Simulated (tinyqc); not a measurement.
What each parameter does: shallow donor in an anisotropic valley (effective-mass theory).

One valley: H = -c [(d2/dx2 + d2/dy2)/mt + (d2/dz2)/ml] - q/(eps r), c = hbar^2/2m0, q = e^2/(4 pi eps0). Trial function exp(-sqrt((x^2 + y^2)/a^2 + z^2/b^2)) with a > b: T = (c/3)(2/(mt a^2) + 1/(ml b^2)), V = -(q/eps) atan(u/b)/u, u = sqrt(a^2 - b^2). The central cell of the impurity is left out.

Constants: hbar^2/2m0 = 3.80998211 eV angstrom^2; e^2/(4 pi eps0) = 14.39964547 eV angstrom.

Inputs chosen for the exercise (out of a larger set: near those of a group-V donor in Si; not measured data):
- ml = 0.885 m0 (longitudinal mass)
- mt = 0.192 m0 (transverse mass)
- eps = 11.8 (dielectric constant)

The minimum of the trial energy.

One parameter was then changed.

Results before and after:
```
case     E (meV)  a (angstrom)  b (angstrom)    b/a
base      -29.07         24.50         14.29  0.583
changed   -23.95         26.99         15.74  0.583
```

Which of these changes was made? (a) eps = 13; (b) ml = 0.708 m0; (c) mt = 0.173 m0.
Answer: (a) eps = 13. Of the candidates, run in turn, only this one gives the changed row.

All candidates:
```
case           E (meV)  a (angstrom)  b (angstrom)    b/a
base            -29.07         24.50         14.29  0.583
ml = 0.708 m0   -27.50         25.40         16.01  0.631
mt = 0.173 m0   -26.85         26.75         15.05  0.562
eps = 13        -23.95         26.99         15.74  0.583
```

eps only rescales the solution (E as 1/eps^2, lengths as eps), so b/a depends on ml/mt alone.

Computed by tinyqc, a small Python program: `OMP_NUM_THREADS=1 python tinyqc.py 1280389 1280390 out.jsonl` (the numbers bound the seed that draws the inputs); one thread of a shared host (Intel(R) Xeon(R) Processor @ 2.30GHz), about 0.01 s for the whole set of steps.
